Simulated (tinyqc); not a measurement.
Leaving out one process at a time: Debye-Callaway model of lattice thermal conductivity. Computed by tinyqc, a small Python program. Command: `OMP_NUM_THREADS=1 python tinyqc.py 3003841 3003842 out.jsonl callaway walk`. One thread of a shared host (Intel(R) Xeon(R) Processor @ 2.30GHz), about 0.01 s of CPU time with the checks.

Three acoustic branches with one velocity v, cut at omega_D = k_B Theta/hbar; x = hbar omega/(k_B T). v and Theta are separate inputs: Theta cuts off the heat-carrying modes, so C need not reach 3 k_B/V. gamma is an effective value that sets the umklapp rate. Heat flows along the wire.

Inputs (values chosen for the exercise, for a model crystal):
```
quantity                                value        unit
sound velocity v                         2510         m/s
Debye temperature Theta                   173           K
volume per atom V                        35.6  angstrom^3
mean atomic mass M                        109           u
effective Grueneisen parameter gamma     1.69           -
umklapp exponent divisor b                2.5           -
mass variance Gamma                   2.4e-05           -
wire diameter D                          0.66  micrometre
specularity p                             0.6           -
temperature T                             150           K
```

Sample: wire. Point defects: isotopes. Normal processes: left out.

Constants: k_B = 1.380649e-23 J/K; hbar = 1.054571817e-34 J s; u = 1.6605390666e-27 kg.

Method:
- Gamma is given directly by the isotope mixture. A = V Gamma/(4 pi v^3).
- Rates: point defects A omega^4; umklapp B omega^2 T exp(-Theta/(b T)) with B = hbar gamma^2/(M v^2 Theta). Boundaries: v/Lambda_B with Lambda_B = D (1 + p)/(1 - p).
- kappa_1 = c int tau_C g dx, g = x^4 e^x/(e^x - 1)^2, c = (k_B/(2 pi^2 v)) (k_B T/hbar)^3, over 0 < x < min(Theta/T, 40), by 96 Gauss-Legendre points in s with x = x_max s^2; tau_C = tau_R, the inverse of the summed rates, and kappa = kappa_1.

Rayleigh coefficient A = 4.29962e-45 s^3

Conductivity at T:
```
case                   kappa (W/(m K))  ratio to all
all processes                   34.797             1
without point defects           34.990        1.0056
without boundaries              41.954        1.2057
without umklapp                 749.44        21.538
```

What does the comparison show, and why?

Removing umklapp raises kappa most, by a factor 21.5; removing point defects gives only 1.01.
